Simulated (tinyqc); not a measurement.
Pressure-driven transition between two phases with analytic equations of state: one step, computed by the program tinyqc. Command: `OMP_NUM_THREADS=1 python tinyqc.py 3006884 3006885 out.jsonl transition walk`. One thread of a shared host (Intel(R) Xeon(R) Processor @ 2.30GHz), about 0.02 s of CPU time with the checks.

Each phase obeys E = E0 + (B0 V/B') [(V0/V)^B'/(B' - 1) + 1] - B0 V0/(B' - 1), P = (B0/B') [(V0/V)^B' - 1]; E0 = 0 for phase 1 and Delta E0 for phase 2. H = E + P V.

Question. Shift with temperature. Start from P = Delta E0/(V0 of phase 1 - V0 of phase 2); at each P solve P(V) = P for both phases and step P(new) = P - (H_2 - H_1)/(V_2 - V_1); stop when |H_2 - H_1| < 1e-10 eV. At the zero-temperature transition the volume change is V_2/V_1 - 1 and the work is P (V_1 - V_2). At T the condition is H_2 - H_1 - T Delta S = 0, with Delta S constant and thermal expansion left out; the Clausius-Clapeyron slope is dP/dT = Delta S/(V_2 - V_1) at the zero-temperature point.

Inputs (values chosen for the exercise, for two model phases):
```
quantity                                   value             unit
volume V0 of phase 1                        18.8  angstrom^3/atom
B0 of phase 1                                132              GPa
B' of phase 1                               3.79                -
volume V0 of phase 2                        14.3  angstrom^3/atom
B0 of phase 2                                138              GPa
B' of phase 2                               4.54                -
energy of phase 2 above phase 1, Delta E0  0.051          eV/atom
entropy of phase 2 less phase 1, Delta S    0.33         k_B/atom
temperature T                                600                K
```

Equation of state: Murnaghan.

V_2 at the transition = 14.11704 angstrom^3

V_1 at the transition = 18.54769 angstrom^3

transition pressure = 1.830013 GPa

Constants: k_B = 8.617333262e-05 eV/K; 1 eV/angstrom^3 = 160.2176634 GPa.

Give: Clapeyron slope; transition pressure at T; linear estimate at T.

Answer.

Clapeyron slope = -1.0283 MPa/K

transition pressure at T = 1.2146 GPa

linear estimate at T = 1.2130 GPa

The dense phase has the higher entropy, so heating lowers the transition pressure. Caution: a constant Delta S holds only at high temperature; it vanishes as T goes to 0, so the shift counted from T = 0 is somewhat too large.
